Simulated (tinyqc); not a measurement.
One-dimensional ballistic tunnel FET, two-band WKB: two steps of the calculation.

A p-type source for x < 0 with its Fermi level at 0 and its valence edge at ds; in the channel the bands fall as D exp(-x/lam) towards their flat values, with the conduction edge at Ec = ds - dP and D = dP + Eg. The gate moves dP one to one. The drain Fermi level lies at -Vd and the drain side reflects nothing. For w = E - Ec between 0 and dP an electron crosses the gap. Two-band dispersion with equal masses m: inside the gap kappa = sqrt(m u (1 - u/Eg)/C), u the distance from a band edge, C = hbar^2/(2 m0).

Parameters, values chosen for the exercise; band and dielectric values close to those of gallium arsenide:

| symbol | value | unit | meaning |
|---|---|---|---|
| T | 300 | K | temperature |
| Eg | 1.44 | eV | band gap |
| m | 0.075 | m0 | band-edge mass of the two-band model |
| lam | 3.5 | nm | screening length of the source junction |
| ds | 0.17 | eV | source valence edge above the source Fermi level |
| Vd | 0.3 | V | drain bias |
| g | 1 |  | number of degenerate subbands (spin apart) |
| dP | 0.34 | eV | tunnelling window Ev(source) - Ec(channel) |
| w0 | 0.14 | eV | energy above the channel conduction edge |
| nc | 10 |  | cells of the path |
| nE | 13 |  | points of the energy grid |

Constants: q = 1.602176634e-19 C, kB = 1.380649e-23 J/K, hbar = 1.054571817e-34 J s, h = 6.62607015e-34 J s, m0 = 9.1093837015e-31 kg, Vt = kB T/q, hbar^2/(2 m0) = 0.0380998212 eV nm^2. Results are converted to the units shown.

Task 1. The path through the gap by the midpoint rule. At w = w0 the path runs from xa = lam ln(D/(w + Eg)) to xb = lam ln(D/w); u(x) = w + Eg - D exp(-x/lam) is the height above the valence edge. Cut it into nc equal cells: S = 2 (cell width) times the sum of kappa at the centres.

Wanted: xa; xb; x; u; kappa; S.

Result 1.

xa = 0.4172 nm
xb = 8.900 nm

```
cell,x (nm),u (eV),kappa (1/nm)
0,0.841,0.180,0.5572
1,1.690,0.482,0.7943
2,2.538,0.718,0.8418
3,3.386,0.903,0.8140
4,4.234,1.049,0.7487
5,5.082,1.163,0.6633
6,5.931,1.253,0.5659
7,6.779,1.323,0.4593
8,7.627,1.379,0.3401
9,8.475,1.422,0.1872
```

S = 10.13

Task 2. Current on a coarse grid. S(w) = 2 lam int_0^Eg kappa(u) du/(w + Eg - u) = 2 pi lam sqrt(m/(C Eg)) [w + Eg/2 - sqrt(w (w + Eg))], T(w) = exp(-S). I = g (2 q^2/h) int_0^dP T(w) [f(E) - f(E + Vd)] dw, E = ds - dP + w, f(x) = 1/(1 + exp(x/Vt)). Simpson's rule on nE equally spaced points.

Give: w; T(w); difference of the f; I.

Result 2.

```
point,w (eV),T(w),difference of the f
0,0.00000,9.1214e-9,0.99210
1,0.02833,8.3425e-7,0.99366
2,0.05667,3.7954e-6,0.98695
3,0.08500,1.0746e-5,0.96377
4,0.11333,2.3975e-5,0.89944
5,0.14167,4.6125e-5,0.74948
6,0.17000,8.0111e-5,0.49999
7,0.19833,1.2902e-4,0.25049
8,0.22667,1.9605e-4,0.10047
9,0.25500,2.8439e-4,0.035987
10,0.28333,3.9724e-4,0.012322
11,0.31167,5.3767e-4,0.0041523
12,0.34000,7.0863e-4,0.0013916
```

I = 3.9740e-4 uA

Computed by the program tinyqc: `OMP_NUM_THREADS=1 python tinyqc.py 2620048 2620049 out.jsonl`, one thread of a shared Intel Xeon 2.30GHz, about 0.01 s for the whole run.
